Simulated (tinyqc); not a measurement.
p-n heterojunction, non-linear Poisson equation by Newton steps, Boltzmann statistics: starts and damping rules compared.

One dimension, material 1 (p-type) at x < 0 and material 2 (n-type) at x > 0. Band edges: Ec = -psi in material 1 and -psi + dEc in material 2, Ev = Ec - Eg. Flat quasi-Fermi levels: 0 for holes, +V for electrons. n = Nc F((EFn - Ec)/Vt), p = Nv F((Ev - EFp)/Vt), with F(eta) = exp(eta) (Boltzmann statistics); full ionisation, no interface charge, classical densities; the doping types are chosen for the exercise.

a_i = eps0 eps_r/h_i for the interval from node i to i + 1, with h_i = x_(i+1) - x_i in cm.

n_i = Nc F(a_n), a_n = (V - Ec_i)/Vt; p_i = Nv F(a_p), a_p = (Ec_i - Eg)/Vt; rho_i = p_i - n_i + C_i with C = -N1 or +N2; g_i = (n_i + p_i)/Vt. Box widths w_i = (h_(i-1) + h_i)/2 in cm. Residual F_i = a_i (psi_(i+1) - psi_i) - a_(i-1) (psi_i - psi_(i-1)) + q rho_i w_i; Jacobian: a_(i-1) and a_i beside the diagonal, b_i = -a_(i-1) - a_i - q g_i w_i on it. The two end nodes are fixed.

Iterations until the largest undamped |d| is below 1e-9 V (the last, tiny step is counted), with a cap of 100; "overflow" would mean that an exponential left the range of double precision. Starts:
- neutral: psi_L on the nodes of material 1 and psi_R on those of material 2.
- smooth: psi_L + (psi_R - psi_L)(1 + tanh(x/s))/2 on the inner nodes with s = 110 nm, psi_L and psi_R on the ends.
- linear: A straight line in x from psi_L to psi_R.

Rules for the step d, which solves the tridiagonal system a_(i-1) d_(i-1) + b_i d_i + a_i d_(i+1) = -F_i:
- full Newton steps: the full step is added.
- logarithmic damping: each component d is damped to sign(d) Vt ln(1 + |d|/Vt) before it is added.
- steps capped at 4 Vt: if the largest |d| exceeds 4 Vt, the whole step is scaled down so that it equals 4 Vt.
- halved steps: half of the step is added while the largest |d| exceeds 1.5 Vt, the full step after that.

Parameters, values chosen for the exercise; band and dielectric values those of a made-up pair: temperature T = 250 K; band gap of material 1 Eg1 = 1.84 eV; relative permittivity of material 1 er1 = 10.6; conduction-band density of states of material 1 Nc1 = 7.91e19 cm^-3; valence-band density of states of material 1 Nv1 = 8.29e19 cm^-3; band gap of material 2 Eg2 = 1.14 eV; relative permittivity of material 2 er2 = 12.6; conduction-band density of states of material 2 Nc2 = 2.23e19 cm^-3; valence-band density of states of material 2 Nv2 = 1.74e19 cm^-3; conduction-band offset Ec2 - Ec1 dEc = -0.26 eV; acceptor density of material 1 N1 = 9.3e16 cm^-3; donor density of material 2 N2 = 5.2e15 cm^-3; bias of side 1 against side 2 V = 0 V.

Constants: q = 1.602176634e-19 C, kB = 1.380649e-23 J/K, Vt = kB T/q, eps0 = 8.8541878128e-14 F/cm where lengths are in cm. Results are converted to the units shown.

```
node  x (nm)  material
0       -182         1
1       -121         1
2      -78.7         1
3        -49         1
4      -28.2         1
5      -13.7         1
6      -3.55         1
7       3.55         2
8       26.5         2
9        101         2
10       340         2
11      1110         2
```

eps_r, interval 0 to 10: 10.6  10.6  10.6  10.6  10.6  10.6  11.5138  12.6  12.6  12.6  12.6
psi_L = -1.69366 V
psi_R = -0.440182 V

Iterations needed:
```
         full Newton steps  logarithmic damping  steps capped at 4 Vt  halved steps
neutral                  8                   22                    17            13
smooth                  65                   12                     9            30
linear                  20                   24                    22            22
```

The fewest iterations, 8, are needed by full Newton steps from the neutral start. Every pairing converges. Lowest count for the worst start: steps capped at 4 Vt, at most 22 iterations.

Computed by the program tinyqc: `OMP_NUM_THREADS=1 python tinyqc.py 2040031 2040032 out.jsonl`, one thread of a shared Intel Xeon 2.30GHz, about 0.07 s for the whole run.
